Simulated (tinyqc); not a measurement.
# X-ray photoelectron analysis of a thin oxide on a semiconductor: attenuation lengths, thickness, angle series and band offsets, step by step

A worked calculation. Computed by tinyqc, a small Python program that keeps every step. Command: `OMP_NUM_THREADS=1 python tinyqc.py 3114289 3114290 out.jsonl xps walk`. One thread of a shared host (Intel(R) Xeon(R) Processor @ 2.30GHz), about 0.01 s of CPU time with the checks. Intermediate numbers are printed to about 5 digits and carried at full precision; extremes and crossings named in words are read from the listed rows.

The same element is seen in the oxide and in the substrate, at nearly the same kinetic energy; films are flat and uniform, and the work function is ignored.

Inputs (values chosen for the exercise, modelled on SiO2 on 4H-SiC):

| quantity | value | unit |
|---|---|---|
| photon energy | 1486.6 | eV |
| binding energy of the core level | 100.5 | eV |
| oxide density | 2.19 | g/cm^3 |
| oxide formula mass | 60.08 | g/mol |
| valence electrons per oxide formula | 16 | - |
| oxide gap | 8.86 | eV |
| substrate density | 3.21 | g/cm^3 |
| substrate formula mass | 40.1 | g/mol |
| valence electrons per substrate formula | 8 | - |
| substrate gap | 3.26 | eV |
| oxide thickness d | 5.6 | nm |
| emission angle from the normal | 15 | degrees |
| attenuation length over inelastic mean free path | 0.88 | - |
| carbon overlayer | 0.76 | nm |
| counts in the two peaks together | 300000 | - |
| valence band offset used to make the data | 2.83 | eV |
| core level less valence band top, substrate | 99.04 | eV |
| core level less valence band top, thick oxide | 98.81 | eV |
| field in the oxide | 1.2 | MV/cm |

## Inelastic mean free paths

TPP-2M: lambda = E/(E_p^2 [b ln(c E) - C/E + D/E^2]) in angstrom, E_p = 28.8 sqrt(N_v rho/M), b = -0.10 + 0.944/sqrt(E_p^2 + E_g^2) + 0.069 rho^0.1, c = 0.191/sqrt(rho), U = N_v rho/M, C = 1.97 - 0.91 U, D = 53.4 - 20.8 U, with E = photon energy less binding energy in eV. Attenuation length L = factor x lambda.

kinetic energy E = 1386.1 eV

Terms:

| layer | E_p (eV) | b | c | lambda (nm) |
|---|---|---|---|---|
| oxide | 21.994 | 0.014438 | 0.12907 | 3.8789 |
| substrate | 23.047 | 0.018091 | 0.10661 | 2.9190 |

L in the oxide = 3.4134 nm

L in the substrate = 2.5687 nm

## Peak ratio

R_0 = (rho_o/M_o) L_o/((rho_s/M_s) L_s); peak ratio R = I_ox/I_sub = R_0 [exp(d/(L_o cos theta)) - 1]; hence d = L_o cos theta ln(1 + R/R_0). A carbon layer weakens both peaks alike, by exp(-d_C/(L_o cos theta)) if its L is taken equal to L_o. This R_0 leaves out intrinsic losses from the substrate peak, so calibrated values can be larger.

R_0 = 0.60509

d/(L_o cos theta) = 1.6985

ratio R = 2.7021

oxide share of the counts = 0.72988

attenuation by carbon = 0.79413

depth 3 L_o cos theta = 9.8913 nm

## Error budget of the thickness

With x = d/(L_o cos theta): d ln d/d ln R = (1 - exp(-x))/x = -d ln d/d ln R_0; counting error of R = 1/sqrt(N f (1 - f)), f the oxide share, which times the sensitivity gives that of d; an angle error adds tan(theta) d theta; d is proportional to L_o at fixed R_0. Assumed errors: 5 % in R_0, 1 degree, 5 % in L_o.

sensitivity to R = 0.48104

counting error of d = 0.19780 %

R_0 = 2.4052 %

angle = 0.46766 %

L_o = 5 %

The attenuation length is the largest of these terms.

## Angle series: uniform film or islands?

Islands: half of the surface carries 2 d and half none, R = R_0 (1/2)(1 - t)/(1/2 + t/2) with t = exp(-2 d/(L_o cos theta)); the apparent thickness is read with the uniform formula.

Against the angle:

| theta (degrees) | R, uniform | R, islands | apparent d, islands (nm) |
|---|---|---|---|
| 0 | 2.52 | 0.56125 | 2.2400 |
| 20 | 2.86 | 0.56933 | 2.1271 |
| 35 | 3.88 | 0.58344 | 1.8876 |
| 45 | 5.55 | 0.59352 | 1.6498 |
| 55 | 9.96 | 0.60113 | 1.3507 |
| 65 | 28.75 | 0.60457 | 0.9993 |
| 75 | 341.94 | 0.60508 | 0.6124 |

A uniform film gives d = 5.6 nm at every angle. The island film of the same volume reads 2.24 nm at normal emission and 0.612 nm at 75 degrees; its ratio cannot pass R_0, since the bare half always shows the substrate.

## Band offsets by core levels

Valence band offset = (E_core - E_v)(substrate) - (E_core - E_v)(oxide) + (core level separation at the interface, oxide less substrate). The separation is made here from the given offset; a uniform field F that raises the binding energy towards the surface shifts the oxide peak by e F <z>, <z> = d/(1 - exp(-x)) - d/x, x = d/(L_o cos theta), being the mean distance from the interface. Conduction band offset = oxide gap - substrate gap - valence band offset.

separation without field = 2.6 eV

<z> = 3.5570 nm

separation with field = 3.0268 eV

apparent valence band offset = 3.2568 eV

true conduction band offset = 2.77 eV

apparent conduction band offset = 2.3432 eV

The field biases both offsets by 0.43 eV, in opposite directions.

Checks made by the program: thickness recovered (relative difference below 1e-10).
